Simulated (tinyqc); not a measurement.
What moves the results: linear model of a band gap against the share of exact exchange. A value that a table varies takes the place of the one given here.

E(alpha) = E0 + S alpha. A wider gap screens less, modelled in the Penn form eps(alpha) = 1 + (e0 - 1)(EP/(EP + S alpha))^2 with a scale EP chosen for the exercise. A dielectric-dependent hybrid takes alpha = 1/eps.

Parameters, chosen for this exercise (of the order of those of SiC; shifted at random, so the results belong to these values and not to a real crystal): E0 = 2.18 eV (gap of the semi-local functional); S = 6.52 eV (slope dE/d(alpha)); e0 = 7.26 (optical dielectric constant at alpha = 0); EP = 19.4 eV (energy scale of the screening); Et = 3.29 eV (target gap).

## Sweep of alpha

Also the exciton scale relative to alpha = 0, (m/m(0))(eps(0)/eps)^2, with a mass proportional to E + D, D = E0/2 + 0.3 eV, a k.p rule for direct gaps only.

Results:
```
alpha  E (eV)    eps  alpha eps  exciton scale
0.00    2.180  7.260      0.000           1.00
0.05    2.506  7.055      0.353           1.16
0.10    2.832  6.860      0.686           1.32
0.15    3.158  6.674      1.001           1.51
0.20    3.484  6.496      1.299           1.71
0.25    3.810  6.327      1.582           1.92
0.35    4.462  6.012      2.104           2.39
0.50    5.440  5.588      2.794           3.23
```

alpha eps reaches 1 between alpha = 0.1 and 0.15 (fixed point 0.150), and the target gap is met between 0.15 and 0.2. At the fixed point the gap is 3.16 eV, -0.13 eV from the target. From 0 to 0.25 the gap grows by 1.63 eV while eps falls by 13 %; the exciton scale, which takes both, grows by a factor of 1.92 (formal for an indirect gap).

## What each parameter does

Fixed point alpha = 1/eps(alpha), gap and eps there. Each row changes one parameter from the base and keeps the others.

Results:
```
case            alpha  E (eV)    eps
base           0.1498   3.157  6.674
E0 = 2.398 eV  0.1498   3.375  6.674
S = 7.172 eV   0.1512   3.264  6.615
e0 = 6.534     0.1678   3.274  5.959
EP = 21.34 eV  0.1486   3.149  6.728
```

The largest shifts from the base row, up to three for each result and ties (the steps differ in size, so this ranks the rows, not the parameters). alpha: e0 +0.0180, S +0.0013, EP -0.0012; unchanged at the printed digits by E0. E (eV): E0 +0.218, e0 +0.117, S +0.107. eps: e0 -0.715, S -0.059, EP +0.054; unchanged at the printed digits by E0.

Computed by tinyqc, a small Python program: `OMP_NUM_THREADS=1 python tinyqc.py 1850448 1850449 out.jsonl` (the numbers bound the seed that draws the inputs); one thread of a shared host (Intel(R) Xeon(R) Processor @ 2.30GHz), about 0.01 s for the whole set of steps.
